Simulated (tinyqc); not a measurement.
Solubility, supersaturation, precipitation and gettering of an impurity in a silicon-like host: one step, computed by the program tinyqc. Command: `OMP_NUM_THREADS=1 python tinyqc.py 3022097 3022098 out.jsonl ripen walk`. One thread of a shared host (Intel(R) Xeon(R) Processor @ 2.30GHz), about 0.01 s of CPU time with the checks.

The wafer was saturated at T1 and is then held at T.

Task: Ham's law for sinks of fixed radius. tau0 = 1/(4 pi n r0 D); C_fixed(t) = C_eq + (C0 - C_eq) exp(-t/tau0). If all excess precipitates, the final radius is r_f = [r0^3 + 3 (C0 - C_eq)/(4 pi n C_p)]^(1/3), with tau_f = 1/(4 pi n r_f D).

Inputs (values chosen for the exercise, modelled on copper in silicon): temperature of saturation T1 = 1225 K; anneal temperature T = 791 K; sink density n = 1.5e+07 1/cm^3; initial sink radius r0 = 11 nm; impurity density in the precipitate C_p = 5.4e+22 1/cm^3; anneal time t = 6.6 s.

D(T) = 7.040376e-06 cm^2/s

C_eq(T) = 2.249948e+14 1/cm^3

C0 = 4.444522e+17 1/cm^3

Give: tau0; C_fixed(t); final radius r_f; tau_f.

Result:

tau0 = 685.0 s

C_fixed(t) = 4.402e+17 1/cm^3

final radius r_f = 507.8 nm

tau_f = 14.84 s

The sinks grow 46.2 times, so the fixed radius underrates the later rate. Caution: the barrier to homogeneous nucleation is below 35 k_B T for these inputs, so new precipitates would form and outnumber the fixed sinks assumed here.
